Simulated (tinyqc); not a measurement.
Moments against temperature: two-sublattice mean-field magnet: ferrimagnet, compensation points and susceptibility. Computed by tinyqc, a small Python program. Command: `OMP_NUM_THREADS=1 python tinyqc.py 3018720 3018721 out.jsonl ferri walk`. One thread of a shared host (Intel(R) Xeon(R) Processor @ 2.30GHz), about 0.01 s of CPU time with the checks.

A random alloy A(1-x)B(x) with H = -sum over pairs J S_i.S_j. a = <S_A> and b = <S_B> are taken along z, a > 0. Exchange fields: h_A = (1 - x) zJ_AA a + x zJ_AB b, h_B = (1 - x) zJ_AB a + x zJ_BB b; a = S_A B_(S_A)(S_A h_A/(k_B T)) and likewise for b, with the Brillouin function B_S(y) = [(2S + 1)/(2S)] coth[(2S + 1) y/(2S)] - [1/(2S)] coth[y/(2S)].

Inputs (values chosen for the exercise, for a model ferrimagnet): spin S_A = 2.5; spin S_B = 3.5; g factor g_A = 2; g factor g_B = 2; fraction x of B sites = 0.28; z J_AA = 10.7 meV; z J_BB = 0.51 meV; z J_AB = -2 meV; T over T_c = 0.2.

Constants: k_B = 8.617333262e-05 eV/K.

Method:
- Linearised, T (a, b) = M (a, b) with M_ij = S_i (S_i + 1) c_j zJ_ij/(3 k_B), c_A = 1 - x, c_B = x. T_c is the larger eigenvalue, and its eigenvector gives b/a at onset, (T_c - M_AA)/M_AB.
- Repeat from a = S_A, b = -S_B until a and b change by less than 1e-10.
- Net moment m = (1 - x) g_A a + x g_B b in mu_B per site; net spin s = (1 - x) a + x b.

T_c = 267.187 K

Sublattices:
```
T/T_c   T (K)    a/S_A   -b/S_B  m (mu_B)
0.05    13.36  1.00000  0.99162    1.6564
0.15    40.08  0.99907  0.87114    1.8892
0.30    80.16  0.97686  0.64262    2.2572
0.45   120.23  0.92064  0.45772    2.4172
0.60   160.31  0.83020  0.32425    2.3532
0.72   192.37  0.72486  0.24000    2.1391
0.84   224.44  0.57085  0.16357    1.7344
0.92   245.81  0.41440  0.10887    1.2785
0.97   259.17  0.25786  0.06438    0.8021
```

What follows from these numbers?

At 0.45 T_c A keeps 0.92 and B 0.46 of saturation. |m| first rises, to 2.417 at 0.45 T_c, because the minority sublattice falls faster (type P).
